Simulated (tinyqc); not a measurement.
Opening the gap, as alloying or pressure does: deep trap from a strong local potential in a two-band host (Koster-Slater model with semi-elliptic bands). Computed by tinyqc, a small Python program. Command: `OMP_NUM_THREADS=1 python tinyqc.py 3030878 3030879 out.jsonl deeptrap walk`. One thread of a shared host (Intel(R) Xeon(R) Processor @ 2.30GHz), about 0.02 s of CPU time with the checks.

The valence band spans -2 W_v to 0 and the conduction band E_g to E_g + 2 W_c. The orbital at the impurity site has weight f_v in the valence band and 1 - f_v in the conduction band, each spread as a semi-ellipse (2/(pi W^2)) sqrt(W^2 - x^2) about the band centre. The impurity adds U to this orbital. Spin is left out.

Inputs (values chosen for the exercise, with a gap close to that of InP):
```
quantity,value,unit
gap E_g,1.35,eV
half-width of the valence band W_v,5.8,eV
half-width of the conduction band W_c,5.1,eV
valence weight f_v of the site orbital,0.53,-
impurity potential U,-17.7,eV
```

Impurity: attractive, donor-like.

Method:
- In the gap G(E) = f_v (2/W_v^2)[x - sqrt(x^2 - W_v^2)] - (1 - f_v)(2/W_c^2)[y - sqrt(y^2 - W_c^2)], x = E + W_v, y = E_g + W_c - E.
- The trap level solves G(E) = 1/U (bisection). With D = -dG/dE = D_v + D_c, D_v = f_v (2/W_v^2)[x/sqrt(x^2 - W_v^2) - 1] and D_c = (1 - f_v)(2/W_c^2)[y/sqrt(y^2 - W_c^2) - 1], the weight on the impurity orbital is 1/(U^2 D) and the conduction-band character is D_c/D.
- The conduction band is shifted rigidly; widths, weights and U stay.

Against the gap:
```
E_g (eV),E_t (eV),depth below E_c (eV),conduction character
0.675,0.6594,0.01561,0.91415
0.878,0.8424,0.03560,0.89116
1.080,1.0209,0.05906,0.87761
1.220,1.1433,0.07666,0.87125
1.350,1.2563,0.09370,0.86680
1.550,1.4291,0.12087,0.86189
1.760,1.6098,0.15025,0.85850
2.160,1.9524,0.20763,0.85517
```

What does the comparison show, and why?

As the conduction band moves up by 1.485 eV the level follows by 1.293 eV, a mean slope of 0.87; the local slope is the conduction character. A shallow donor would follow with slope 1 and a shallow acceptor with slope 0.
